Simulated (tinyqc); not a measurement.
Levels of description: finite square well with mass mismatch (envelope functions).

A square well of width L and depth V0, mass mw inside and mb outside, energies from the bottom of the well, c = hbar^2/2m0. k = sqrt(mw E/c), kappa = sqrt(mb (V0 - E)/c). psi and psi'/m are continuous at the walls (BenDaniel-Duke), so level n solves k L + 2 atan[(k/mw)/(kappa/mb)] = n pi.

Non-parabolic bands: mw is replaced by mw (1 + alpha_w E) and mb by mb (1 - alpha_b (V0 - E)), in k, kappa and the matching condition alike.

Constants: hbar^2/2m0 = 3.80998211 eV angstrom^2.

Parameters, chosen for this exercise (near those of a non-polar GaN well in AlN; shifted at random, so the results belong to these values and not to a real crystal): L = 29 angstrom (well width); V0 = 1.946 eV (barrier height); mw = 0.197 m0 (mass in the well); mb = 0.329 m0 (mass in the barrier); alpha_w = 0.17 1/eV (non-parabolicity in the well); alpha_b = 0.26 1/eV (non-parabolicity in the barrier).

The same well five ways. mb = mw: the barrier takes the mass of the well. psi' continuous: kappa holds mb but the condition drops the masses, k L + 2 atan(k/kappa) = n pi. The last column is measured against BenDaniel-Duke.

Levels (eV):

| model | E1 | E2 | E3 | E1 - E1(BDD) (meV) |
|---|---|---|---|---|
| infinite walls | 0.2270 | 0.9079 | 2.0427 | 88.4 |
| mb = mw | 0.1524 | 0.5996 | 1.2981 | 13.9 |
| BenDaniel-Duke | 0.1385 | 0.5552 | 1.2392 | 0.0 |
| psi' continuous | 0.1650 | 0.6429 | 1.3600 | 26.5 |
| non-parabolic | 0.1527 | 0.5596 | 1.1280 | 14.2 |

What does the comparison show, and why?

Hard walls put E1 88.4 meV too high. Ignoring the mass step moves it by +13.9 meV and the wrong matching by +26.5 meV: with mb/mw = 1.67, continuity of psi'/m lets the slope outside be 1.67 times the slope inside, which acts like a softer wall. Non-parabolicity shifts E1 by +14.2 meV, the balance of a heavier mass in the well, which lowers it, and a lighter mass deep in the barrier, which hardens the wall. Among the finite wells the largest departure in E1 is that of the model 'psi' continuous'.

Program tinyqc; command `OMP_NUM_THREADS=1 python tinyqc.py 1252028 1252029 out.jsonl`; about 0.01 s on one thread of a shared Intel(R) Xeon(R) Processor @ 2.30GHz.
